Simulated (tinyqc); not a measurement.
Zener tunnelling in a reverse-biased junction, two-band WKB: one step of the calculation.

Abrupt p-n junction, depletion approximation. Energies E are counted from the conduction-band edge of the neutral n side; its Fermi level lies at dn, that of the p side at dn - V, and the valence-band edge of the neutral p side at Em = dn + dp - V. Tunnelling needs 0 < E < Em. Two-band dispersion with equal masses m: inside the gap kappa = sqrt(m u (1 - u/Eg)/C), u the distance from a band edge, C = hbar^2/(2 m0).

Problem. Width, field and exponent. W = sqrt(2 eps0 eps_r (Vbi - V)(1/Na + 1/Nd)/q), mean field F = (Vbi - V)/W, peak field 2 F. In a uniform field F the exponent is S = pi sqrt(m/C) Eg^1.5/(4 F). Transverse energy Et = C kt^2/m raises it to S (1 + 4 Et/Eg), so T = exp(-S) exp(-Et/Eb) with Eb = Eg/(4 S). KJ = (2 q^2/h) m/(4 pi C) (times 1e14 for A/cm^2 per eV^2).

Inputs (values chosen for the exercise); band and dielectric values close to those of germanium:
```
symbol,value,unit,meaning
Eg,0.649,eV,band gap
eps_r,15.8,,relative permittivity
m,0.053,m0,band-edge mass of the two-band model
Na,2.7e18,cm^-3,acceptor density
Nd,3.4e18,cm^-3,donor density
V,-1.8,V,bias of the p side
```

Constants: q = 1.602176634e-19 C, hbar = 1.054571817e-34 J s, m0 = 9.1093837015e-31 kg, eps0 = 8.8541878128e-14 F/cm where lengths are in cm, hbar^2/(2 m0) = 0.0380998212 eV nm^2. Results are converted to the units shown.

Vbi = 0.60697620 V

Give: W; mean field; S; exp(-S); Eb; tunnelling length Eg/F.

Solution.

W = 52.850 nm
mean field = 0.45544 MV/cm
S = 10.634
exp(-S) = 2.4079e-5
Eb = 15.257 meV
tunnelling length Eg/F = 14.250 nm

Range of the model: The two-band model describes a direct gap; phonon-assisted tunnelling across an indirect gap is left out. Parabolic densities of states, no band tails and no gap narrowing, all of which matter at such doping.

Computed by the program tinyqc: `OMP_NUM_THREADS=1 python tinyqc.py 2620128 2620129 out.jsonl`, one thread of a shared Intel Xeon 2.30GHz, about 0.03 s for the whole run.
